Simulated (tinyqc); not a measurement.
Inside a calculation. Method: plane-wave Kohn-Sham cycle with exchange-only LDA in a layered model solid. Computed by tinyqc, a small Python program that keeps every step. Settings: points = 16, plane-wave index or count = 3, electrons = 4, k points = 2, area = 27.0, mixing = 0.1, iteration cap = 69. Command: `OMP_NUM_THREADS=1 python tinyqc.py 24185 24186 out.jsonl` (the two numbers bound the seeds that draw the settings). One thread of a shared host (Intel(R) Xeon(R) Processor @ 2.60GHz), about 0.02 s of CPU time with the checks. Later iterations appear only in the table of the cycle.

## Iteration 1: potential

A solid whose potential varies along x alone (atomic units):
```
parameter                      value
period a                    7.200000
cross-section of the cell  27.000000
electrons per cell                 4
grid points                       16
plane waves -n..n, n               3
k points                           2
V1 in V1 cos(2 pi x/a)     -0.440000
V2 in V2 cos(4 pi x/a)      0.120000
```

density at the start, on the grid x_j = j a/N (e/bohr^3): [0.020576, 0.020576, 0.020576, 0.020576, 0.020576, 0.020576, 0.020576, 0.020576, 0.020576, 0.020576, 0.020576, 0.020576, 0.020576, 0.020576, 0.020576, 0.020576]

V_H(G) = 4 pi rho(G)/G^2 for G != 0 (uniform background); v_x = -(3 rho/pi)^(1/3); V = V_ext + V_H + v_x; Fourier components f(G_m) = (1/N) sum_j f(x_j) exp(-i G_m x_j).

Potentials on the grid (hartree):
```
x         V_ext     V_H      v_x        V
0.0000  -0.3200  0.0000  -0.2698  -0.5898
0.4500  -0.3217  0.0000  -0.2698  -0.5915
0.9000  -0.3111  0.0000  -0.2698  -0.5810
1.3500  -0.2532  0.0000  -0.2698  -0.5231
1.8000  -0.1200  0.0000  -0.2698  -0.3898
2.2500   0.0835  0.0000  -0.2698  -0.1863
2.7000   0.3111  0.0000  -0.2698   0.0413
3.1500   0.4914  0.0000  -0.2698   0.2215
3.6000   0.5600  0.0000  -0.2698   0.2902
4.0500   0.4914  0.0000  -0.2698   0.2215
4.5000   0.3111  0.0000  -0.2698   0.0413
4.9500   0.0835  0.0000  -0.2698  -0.1863
5.4000  -0.1200  0.0000  -0.2698  -0.3898
5.8500  -0.2532  0.0000  -0.2698  -0.5231
6.3000  -0.3111  0.0000  -0.2698  -0.5810
6.7500  -0.3217  0.0000  -0.2698  -0.5915
```

V(G_m), m = 0, 1, 2, ... (hartree): [-0.2698, -0.2200, 0.0600, 0.0000, 0.0000, 0.0000, 0.0000]

## Iteration 1: Hamiltonian at one k

k = 0.2500 2 pi / a

H(m,m') = (k + G_m)^2/2 delta + V(G_m - G_m'), with V(-G) = V(G).

H (hartree), order -3, -2, -1, +0, +1, +2, +3:
$$\begin{pmatrix}
2.6097 & -0.2200 & 0.0600 & 0.0000 & 0.0000 & 0.0000 & 0.0000 \\
-0.2200 & 0.8963 & -0.2200 & 0.0600 & 0.0000 & 0.0000 & 0.0000 \\
0.0600 & -0.2200 & -0.0557 & -0.2200 & 0.0600 & 0.0000 & 0.0000 \\
0.0000 & 0.0600 & -0.2200 & -0.2460 & -0.2200 & 0.0600 & 0.0000 \\
0.0000 & 0.0000 & 0.0600 & -0.2200 & 0.3251 & -0.2200 & 0.0600 \\
0.0000 & 0.0000 & 0.0000 & 0.0600 & -0.2200 & 1.6578 & -0.2200 \\
0.0000 & 0.0000 & 0.0000 & 0.0000 & 0.0600 & -0.2200 & 3.7521
\end{pmatrix}$$

## Iteration 1: levels at that k

Diagonalise the Hermitian matrix.

eigenvalues (hartree): [-0.4260, -0.0377, 0.3869, 0.9254, 1.6734, 2.6405, 3.7769]

## Iteration 1: new density

Motion across x is left out: the lowest 2 band(s) hold two electrons at each of the k points (j + 1/2)/nk - 1/2. Residual R = rho(out) - rho(in); rho(new) = rho(in) + 0.1 R. rho(out) = 2/(a A nk) sum |psi|^2 with psi = sum c exp(i G x). Harris energy E = band energy - dV sum rho (V_H/2 + v_x) + (3/4) dV sum rho v_x with rho(in), dV = a A/N, band energy = (2/nk) sum of the filled levels.

rho(out) (e/bohr^3): [0.025960, 0.028089, 0.031676, 0.031503, 0.025649, 0.017040, 0.009781, 0.005673, 0.004437, 0.005673, 0.009781, 0.017040, 0.025649, 0.031503, 0.031676, 0.028089]

density after iteration 1 (e/bohr^3): [0.021115, 0.021327, 0.021686, 0.021669, 0.021083, 0.020222, 0.019497, 0.019086, 0.018962, 0.019086, 0.019497, 0.020222, 0.021083, 0.021669, 0.021686, 0.021327]

energy per cell = -0.657637 hartree

## Iteration 2: potential

As before.

Potentials on the grid (hartree):
```
x         V_ext      V_H      v_x        V
0.0000  -0.3200   0.0190  -0.2722  -0.5731
0.4500  -0.3217   0.0183  -0.2731  -0.5764
0.9000  -0.3111   0.0156  -0.2746  -0.5701
1.3500  -0.2532   0.0102  -0.2745  -0.5176
1.8000  -0.1200   0.0021  -0.2720  -0.3899
2.2500   0.0835  -0.0072  -0.2683  -0.1919
2.7000   0.3111  -0.0156  -0.2650   0.0305
3.1500   0.4914  -0.0214  -0.2632   0.2068
3.6000   0.5600  -0.0234  -0.2626   0.2740
4.0500   0.4914  -0.0214  -0.2632   0.2068
4.5000   0.3111  -0.0156  -0.2650   0.0305
4.9500   0.0835  -0.0072  -0.2683  -0.1919
5.4000  -0.1200   0.0021  -0.2720  -0.3899
5.8500  -0.2532   0.0102  -0.2745  -0.5176
6.3000  -0.3111   0.0156  -0.2746  -0.5701
6.7500  -0.3217   0.0183  -0.2731  -0.5764
```

V(G_m), m = 0, 1, 2, ... (hartree): [-0.2698, -0.2121, 0.0601, 0.0003, 0.0000, 0.0000, 0.0000]

## Iteration 2: Hamiltonian at one k

k = 0.2500 2 pi / a

As before.

H (hartree), order -3, -2, -1, +0, +1, +2, +3:
$$\begin{pmatrix}
2.6098 & -0.2121 & 0.0601 & 0.0003 & 0.0000 & 0.0000 & 0.0000 \\
-0.2121 & 0.8963 & -0.2121 & 0.0601 & 0.0003 & 0.0000 & 0.0000 \\
0.0601 & -0.2121 & -0.0556 & -0.2121 & 0.0601 & 0.0003 & 0.0000 \\
0.0003 & 0.0601 & -0.2121 & -0.2460 & -0.2121 & 0.0601 & 0.0003 \\
0.0000 & 0.0003 & 0.0601 & -0.2121 & 0.3252 & -0.2121 & 0.0601 \\
0.0000 & 0.0000 & 0.0003 & 0.0601 & -0.2121 & 1.6579 & -0.2121 \\
0.0000 & 0.0000 & 0.0000 & 0.0003 & 0.0601 & -0.2121 & 3.7521
\end{pmatrix}$$

## Iteration 2: levels at that k

As before.

eigenvalues (hartree): [-0.4163, -0.0374, 0.3837, 0.9235, 1.6725, 2.6385, 3.7753]

## Iteration 2: new density

As before.

rho(out) (e/bohr^3): [0.025634, 0.027724, 0.031310, 0.031312, 0.025733, 0.017313, 0.010095, 0.005955, 0.004698, 0.005955, 0.010095, 0.017313, 0.025733, 0.031312, 0.031310, 0.027724]

density after iteration 2 (e/bohr^3): [0.021567, 0.021967, 0.022649, 0.022633, 0.021548, 0.019932, 0.018557, 0.017773, 0.017536, 0.017773, 0.018557, 0.019932, 0.021548, 0.022633, 0.022649, 0.021967]

energy per cell = -0.638902 hartree

## Convergence

Stop when sqrt(dV sum R^2) is below 1e-8, dV = a A/N.

Course of the cycle:
```
iteration  E (hartree)  norm of the residual
1            -0.657637              1.41e-01
2            -0.638902              1.24e-01
3            -0.624822              1.08e-01
4            -0.614267              9.48e-02
5            -0.606369              8.30e-02
6            -0.600470              7.27e-02
7            -0.596069              6.37e-02
8            -0.592789              5.59e-02
9            -0.590346              4.90e-02
10           -0.588528              4.30e-02
11           -0.587176              3.78e-02
...                ...                   ...
59           -0.583272              1.68e-04
60           -0.583272              1.51e-04
61           -0.583272              1.36e-04
62           -0.583272              1.23e-04
63           -0.583272              1.11e-04
64           -0.583272              9.99e-05
65           -0.583272              9.01e-05
66           -0.583272              8.12e-05
67           -0.583272              7.32e-05
68           -0.583272              6.60e-05
69           -0.583272              5.96e-05
```

Not converged within 69 iterations: the residual falls steadily but slowly, by a factor of about 0.90 a step. Reruns (cap 100 unless said): mixing 0.5, Kerker q0 1.0: converged in 51 (E = -0.58327); mixing 0.3, Pulay depth 5: converged in 9 (E = -0.58327); the original settings with a cap of 400: converged in 154 (E = -0.58327).
